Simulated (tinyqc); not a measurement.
# Voltage drop against the resistance of a horizontal segment

A grid of 25 by 25 nodes with segments Rx (rows) and Ry (columns); every node draws I1 and the central node kh I1; pads with resistance Rp sit at the nodes whose row and column are multiples of the pitch, counting from 0. The drops u = Vdd - V follow from G u = i, with G the conductance matrix and i the load currents, solved directly. Here the pitch is 6.

Values chosen for this exercise:
- Vdd = 0.9 V (supply voltage)
- Ry = 1.4 ohm (resistance of a vertical segment)
- Rp = 0.21 ohm (resistance from a pad node to the supply)
- kh = 5 (factor on the load at the hot node)
- I1 = 2.2 mA (load current of a node in the large grid)

Result of one run:
```
pads  worst drop (mV)  mean drop (mV)  largest drop at a pad (mV)  largest pad current (mA)  worst drop over Vdd (%)
25              55.44           43.91                       17.31                     82.43                    6.160
```

Which resistance of a horizontal segment Rx gave this result: 0.04, 0.16, 0.64 or 1.3 ohm?

Rx = 1.3 ohm.

The whole series:
columns A: Rx (ohm); B: pads; C: worst drop (mV); D: mean drop (mV); E: largest drop at a pad (mV); F: largest pad current (mA); G: worst drop over Vdd (%)
```
A      B      C      D      E      F      G
0.02  25  28.45  21.63  15.13  72.06  3.161
0.04  25  29.22  22.31  15.58  74.17  3.247
0.08  25  30.64  23.52  16.02  76.26  3.404
0.16  25  33.18  25.63  16.41  78.16  3.686
0.32  25  37.40  29.19  16.76  79.79  4.156
0.64  25  44.17  34.90  17.05  81.18  4.908
1.3   25  55.44  43.91  17.31  82.43  6.160
```

The worst drop rises from 28.4 to 55.4 mV and the mean drop rises from 21.6 to 43.9 mV. The worst drop goes as Rx^(0.04) between the first two rows and Rx^(0.32) between the last two. The central node is itself a pad.

Numbers from tinyqc (`OMP_NUM_THREADS=1 python tinyqc.py 2770138 2770139 out.jsonl`; about 0.3 s on one thread of a shared Intel Xeon 2.30GHz).
